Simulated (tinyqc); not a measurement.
# Off-state leakage of single and stacked transistors: what changes with what

n-channel devices of unit width. Subthreshold current I(Vg, Vs, Vd) = I0 (T/300 K)^0.5 exp[(Vg - Vs - VT(T) - gb (Vs - Vb) + dd (Vd - Vs))/(nf Vt)] (1 - exp(-(Vd - Vs)/Vt)), VT(T) = VT - cT (T - 300 K). Gate-edge tunnelling Ig (Vd/1 V) exp(ag (Vd - 1 V)), for a gate at 0 V, and band-to-band leakage Ab u exp(-Bb/u), u = Vd - Vb + 1 V, flow at a drain held at V; both are taken as independent of T. In a stack of off transistors (all gates at 0 V) the same subthreshold current passes through each.

Inputs (values chosen for the exercise); values of the order met in bulk silicon logic transistors: temperature T = 378 K; supply voltage V = 0.7 V; threshold at 300 K, zero drain and body bias VT = 0.34 V; fall of the threshold with temperature cT = 0.9 mV/K; current at threshold at 300 K I0 = 0.29 uA/um; slope factor nf = 1.36; drain-induced lowering per volt dd = 0.06; rise of the threshold per volt of source-body bias gb = 0.14; gate-edge tunnelling current at 1 V Ig = 0.0003 uA/um; exponential slope of the gate current ag = 6 1/V; prefactor of band-to-band leakage at the drain Ab = 30 uA/(um V); its exponential voltage Bb = 23 V; body voltage Vb = 0 V.

Constants: q = 1.602176634e-19 C, kB = 1.380649e-23 J/K, Vt = kB T/q. Results are converted to the units shown.

Each table varies one quantity; the others keep the values above.

## Subthreshold current against the height of the stack

All n gates at 0 V, bottom source at 0 V, top drain at V; node voltages follow from equal currents.

Subthreshold current against the height of the stack:

| n | I (nA/um) | reduction factor | drain voltage of the bottom device (mV) | source voltage of the top device (mV) | voltage across the top device (V) |
|---|---|---|---|---|---|
| 1 | 1.903 | 1.000 | 700.0 | 0 | 0.7000 |
| 2 | 0.5792 | 3.285 | 43.91 | 43.91 | 0.6561 |
| 3 | 0.3450 | 5.515 | 19.81 | 63.03 | 0.6370 |
| 4 | 0.2463 | 7.724 | 12.96 | 75.47 | 0.6245 |
| 5 | 0.1918 | 9.922 | 9.664 | 84.72 | 0.6153 |
| 6 | 0.1571 | 12.11 | 7.712 | 92.08 | 0.6079 |

The second transistor cuts the current by a factor of 3.29, the third by a further 1.68 and the sixth by 1.22. The top device keeps 86.8 % of the supply at n = 6, while the drain voltage of the bottom one falls to 0.237 Vt.

## Leakage components against the body voltage

Same model as above.

One transistor with Vg = Vs = 0, Vd = V; stack factor I(one)/I(two in series).

The same in every row: gate edge (nA/um) = 0.034713; stack factor = 3.2851.

Results:

| Vb (V) | subthreshold (nA/um) | band-to-band (nA/um) | total (nA/um) | largest part |
|---|---|---|---|---|
| 0.2 | 3.5797 | 0.0098635 | 3.6243 | subthreshold |
| 0 | 1.9026 | 0.067892 | 2.0052 | subthreshold |
| -0.2 | 1.0112 | 0.31523 | 1.3612 | subthreshold |
| -0.6 | 0.28566 | 3.1326 | 3.4530 | band-to-band |
| -0.8 | 0.15183 | 7.5780 | 7.7645 | band-to-band |
| -1 | 0.080697 | 16.179 | 16.294 | band-to-band |
| -1.2 | 0.042891 | 31.269 | 31.347 | band-to-band |
| -1.4 | 0.022796 | 55.757 | 55.814 | band-to-band |

Estimate the missing row, Vb = -0.4 V.

Computed row:

| Vb (V) | subthreshold (nA/um) | band-to-band (nA/um) | total (nA/um) | largest part |
|---|---|---|---|---|
| -0.4 | 0.53747 | 1.1035 | 1.6757 | band-to-band |

With this row back in the table: As Vb goes from 0.2 to -1.4, the total leakage goes from 3.62 through a minimum of 1.36 (at Vb = -0.2 among the rows listed) to 55.8 nA/um. The subthreshold part leads at Vb = 0.2, the band-to-band part from -0.4 on. The exact minimum lies at Vb = -0.243 V: reverse body bias lowers the subthreshold part by a decade every nf Vt ln 10/gb = 0.729 V but raises the band-to-band part. The reduction by a stack of two stays at 3.29, for the subthreshold part alone. For Vb = 0.2 the body is forward biased; the junction current, left out, is still small at this voltage.

Computed by the program tinyqc: `OMP_NUM_THREADS=1 python tinyqc.py 2242109 2242110 out.jsonl`, one thread of a shared Intel Xeon 2.30GHz, about 0.03 s for the whole run.
